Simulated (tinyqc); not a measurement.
## Mobility and doping from two currents

Problem. A trap-free film with injecting contacts is fitted, with diffusion neglected, by J = q mu N V/Lf + (9/8) eps0 eps_r mu V^2/Lf^3. Find mu, N and the voltage at which both terms are equal.

Values chosen for this exercise: relative permittivity eps_r = 11.5; film thickness Lf = 500 nm.

Constants: q = 1.602176634e-19 C, eps0 = 8.8541878128e-14 F/cm where lengths are in cm. Results are converted to the units shown.

J at 3.5 and 18 V (A/cm^2): 1.4359809  16.952349

Answer. J/V is a straight line in V: the slope gives mu and the intercept mu N.

mu = 0.00400 cm^2/(V s)
N = 2.20e16 cm^-3
crossover voltage = 7.69 V

Program tinyqc, `OMP_NUM_THREADS=1 python tinyqc.py 2730055 2730056 out.jsonl`; Intel Xeon 2.30GHz, shared host, one thread, about 2 s.
